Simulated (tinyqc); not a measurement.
Matthiessen's rule against the full average: mobility of a non-polar semiconductor in the relaxation-time approximation. Computed by tinyqc, a small Python program. Command: `OMP_NUM_THREADS=1 python tinyqc.py 3007784 3007785 out.jsonl rta walk`. One thread of a shared host (Intel(R) Xeon(R) Processor @ 2.30GHz), about 0.01 s of CPU time with the checks.

Each valley is treated as a sphere of mass m_d for states and rates, with one isotropic relaxation time; the conductivity mass m_c sets the current.

Inputs (values chosen for the exercise, modelled on electrons in diamond):

| quantity | value | unit |
|---|---|---|
| longitudinal mass m_l | 1.47 | m_0 |
| transverse mass m_t | 0.273 | m_0 |
| equivalent valleys Z | 6 | - |
| static permittivity eps_s | 5.7 | - |
| density rho | 3515 | kg/m^3 |
| sound velocity v_l | 18300 | m/s |
| acoustic deformation potential D_A | 9.1 | eV |
| phonon energy hbar w | 146 | meV |
| optical or intervalley deformation potential D_o | 9 | 1e8 eV/cm |
| final valleys Z_f | 5 | - |
| carrier density n | 5e+15 | 1/cm^3 |
| compensation ratio C | 0 | - |
| temperature T | 100 | K |
| neutral impurity density N_n | 2e+15 | 1/cm^3 |

Band: parabolic. Impurity formula: Brooks-Herring. Further scattering: neutral impurities.

Constants: k_B = 8.617333262e-05 eV/K; m_0 = 9.1093837015e-31 kg; e = 1.602176634e-19 C; hbar = 1.054571817e-34 J s; eps_0 = 8.8541878128e-12 F/m; k_B = 1.380649e-23 J/K; hbar = 6.582119569e-16 eV s.

Method:
- m_d = (m_l m_t^2)^(1/3); 1/m_c = (1/m_l + 2/m_t)/3; Hall mass factor A = 3 K_m (K_m + 2)/(2 K_m + 1)^2, K_m = m_l/m_t; N_I = n (1 + C)/(1 - C).
- Parabolic band: E = hbar^2 k^2/(2 m), speed v = hbar k/m, states per spin, volume and energy g(E) = m k/(2 pi^2 hbar^2). Here m = m_d. Masses are multiplied by m_0 and all formulas are in SI units.
- The reduced Fermi level eta = E_F/(k_B T) solves n = 2 Z int g f dE with f = 1/(1 + exp(x - eta)) (Z = 1 unless valleys are given); screening length L_s = sqrt(eps_s eps_0 k_B T/(e^2 dn/deta)), dn/deta = 2 Z int g f (1 - f) dE.
- Integrals over x = E/(k_B T) use 160 Gauss-Legendre points in u = sqrt(x) from 0 to sqrt(max(eta, 0) + 32).
- Phonon occupation N_q = 1/(exp(hbar w/(k_B T)) - 1).
- Acoustic deformation potential (elastic, equipartition, absorption and emission together): 1/tau = 2 pi k_B T D_A^2 g(E)/(hbar rho v_l^2).
- Optical or intervalley deformation potential: 1/tau = (pi Z_f D_o^2/(rho w)) [N_q g(E + hbar w) + (N_q + 1) g(E - hbar w)], with g = 0 below the band edge.
- Each optical term is multiplied by (1 - f(E'))/(1 - f(E)), E' the final energy, for Pauli blocking.
- Singly charged impurities, momentum relaxation: 1/tau = N_I e^4 m (1 + 2 alpha E) Phi/(8 pi (eps_s eps_0)^2 hbar^3 k^3), with alpha = 0 for a parabolic band.
- Brooks-Herring: Phi = ln(1 + b) - b/(1 + b), b = 4 k^2 L_s^2.
- Neutral impurities (Erginsoy): 1/tau = 20 N_n a_B hbar/m, a_B = 4 pi eps_s eps_0 hbar^2/(m e^2).
- mu = (m_d/m_c) (2 Z e/(3 n k_B T)) int g v^2 tau f (1 - f) dE.
- Averages over x are split at the emission threshold x_0 = hbar w/(k_B T): 64 Gauss-Legendre points in sqrt(x) below it and 128 in sqrt(x - x_0) above it, up to x = max(eta, 0) + 32.
- Rates are added at each energy before the average. With <y> = int g v^2 y f (1 - f) dE: Hall factor r_H = A (3 n k_B T/(2 Z m_d)) <tau^2/(1 + 2 alpha E)>/<tau>^2 (alpha = 0 for a parabolic band); Hall mobility r_H mu; |S| = (k_B/e) (<x tau>/<tau> - eta); resistivity 1/(n e mu).
- Matthiessen's rule adds 1/mu of the separate processes.

acoustic mobility = 36386.9 cm^2/(V s)

optical mobility = 8.89252e+09 cm^2/(V s)

ionised impurity mobility = 6960.95 cm^2/(V s)

neutral impurity mobility = 769431 cm^2/(V s)

drift mobility mu = 4838.62 cm^2/(V s)

Separate mobilities:

| process | mu (cm^2/(V s)) | share of the sum of 1/mu (%) |
|---|---|---|
| acoustic | 3.6387e+04 | 1.5937e+01 |
| optical | 8.8925e+09 | 6.5213e-05 |
| ionised impurity | 6.9609e+03 | 8.3309e+01 |
| neutral impurity | 7.6943e+05 | 7.5369e-01 |

mobility by Matthiessen's rule = 5799.1 cm^2/(V s)

excess of Matthiessen's rule over the full mu = 19.850 %

What does the comparison show, and why?

The rule gives 5799 against the full 4839, 19.9 % too high; it can only overestimate, since each separate average is carried by the energies where that process is weak. The largest shares are ionised impurity (83 %) and acoustic (16 %). Caution: Erginsoy's formula holds for k a_B below about 0.5 and for dopants that stay neutral, which means low temperature; elsewhere it is only a rough constant rate. Caution: n is taken as given; at low temperature (in diamond even at 300 K) real dopants can freeze out, which changes n and N_I.

Extremes, crossings and ranges named in words are read from the listed rows.
